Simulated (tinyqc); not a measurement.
Inversion layer as a triangular well, valleys of the Ge type: one step. Subband ladders. Three cases, with inputs chosen for the exercise.

Problem. The ten lowest levels of all groups of valleys together, j = 0, 1, ..., c = hbar^2/2m0; primes mark the groups with lighter m_z.

Level j of a valley lies at E_j = a_j (c (e F)^2/m_z)^(1/3) above the band edge at the surface, with the Airy zeros a_j = 2.338107, 4.087949, 5.520560, 6.786708, 7.944134, 9.022651, 10.040174, 11.008524, 11.936016, 12.828777, and has <z> = 2 E_j/(3 e F).

Constants: hbar^2/2m0 = 3.80998211 eV angstrom^2.

Case 1.

Valleys (masses in m0):

| valleys g | cos^2(theta) | m_z | m_1 | m_2 | m_d |
|---|---|---|---|---|---|
| 1 | 1.000000 | 1.621000 | 0.083000 | 0.083000 | 0.083000 |
| 3 | 0.111111 | 0.092781 | 0.083000 | 1.450111 | 0.346928 |

e F = 0.0077709139 eV/angstrom

Case 2.

Valleys (masses in m0):

| valleys g | cos^2(theta) | m_z | m_1 | m_2 | m_d |
|---|---|---|---|---|---|
| 1 | 1.000000 | 1.585000 | 0.083000 | 0.083000 | 0.083000 |
| 3 | 0.111111 | 0.092768 | 0.083000 | 1.418111 | 0.343079 |

e F = 0.0010052849 eV/angstrom

Case 3.

Valleys (masses in m0):

| valleys g | cos^2(theta) | m_z | m_1 | m_2 | m_d |
|---|---|---|---|---|---|
| 4 | 0.333333 | 0.119938 | 0.082000 | 1.098000 | 0.300060 |

e F = 0.0044623480 eV/angstrom

Give: Subbands.

Solution.

Case 1.

Subbands:

| label | valleys g | m_d (m0) | E (eV) | <z> (angstrom) |
|---|---|---|---|---|
| 0 | 1 | 0.0830 | 0.1220 | 10.46 |
| 1 | 1 | 0.0830 | 0.2132 | 18.29 |
| 2 | 1 | 0.0830 | 0.2880 | 24.70 |
| 0' | 3 | 0.3469 | 0.3165 | 27.15 |
| 3 | 1 | 0.0830 | 0.3540 | 30.37 |
| 4 | 1 | 0.0830 | 0.4144 | 35.55 |
| 5 | 1 | 0.0830 | 0.4706 | 40.38 |
| 6 | 1 | 0.0830 | 0.5237 | 44.93 |
| 1' | 3 | 0.3469 | 0.5533 | 47.47 |
| 7 | 1 | 0.0830 | 0.5742 | 49.26 |

The second subband is 1, 91.3 meV above the first. Levels above about 0.5 eV lie beyond parabolic valleys.

Case 2.

Subbands:

| label | valleys g | m_d (m0) | E (eV) | <z> (angstrom) |
|---|---|---|---|---|
| 0 | 1 | 0.0830 | 0.0314 | 20.84 |
| 1 | 1 | 0.0830 | 0.0550 | 36.44 |
| 2 | 1 | 0.0830 | 0.0742 | 49.21 |
| 0' | 3 | 0.3431 | 0.0810 | 53.68 |
| 3 | 1 | 0.0830 | 0.0912 | 60.50 |
| 4 | 1 | 0.0830 | 0.1068 | 70.82 |
| 5 | 1 | 0.0830 | 0.1213 | 80.43 |
| 6 | 1 | 0.0830 | 0.1350 | 89.51 |
| 1' | 3 | 0.3431 | 0.1415 | 93.86 |
| 7 | 1 | 0.0830 | 0.1480 | 98.14 |

The second subband is 1, 23.5 meV above the first.

Case 3.

Subbands:

| label | valleys g | m_d (m0) | E (eV) | <z> (angstrom) |
|---|---|---|---|---|
| 0 | 4 | 0.3001 | 0.2007 | 29.99 |
| 1 | 4 | 0.3001 | 0.3509 | 52.43 |
| 2 | 4 | 0.3001 | 0.4739 | 70.80 |
| 3 | 4 | 0.3001 | 0.5826 | 87.04 |
| 4 | 4 | 0.3001 | 0.6819 | 101.88 |
| 5 | 4 | 0.3001 | 0.7745 | 115.71 |
| 6 | 4 | 0.3001 | 0.8619 | 128.76 |
| 7 | 4 | 0.3001 | 0.9450 | 141.18 |
| 8 | 4 | 0.3001 | 1.0246 | 153.07 |
| 9 | 4 | 0.3001 | 1.1012 | 164.52 |

The second subband is 1, 150.2 meV above the first. Levels above about 0.5 eV lie beyond parabolic valleys.

Computed by tinyqc, one run a case: `OMP_NUM_THREADS=1 python tinyqc.py N N+1 out.jsonl` with N = 1250176, 1250282, 1250966; one thread of a shared Intel(R) Xeon(R) Processor @ 2.30GHz, about 0.02 s a run at most.
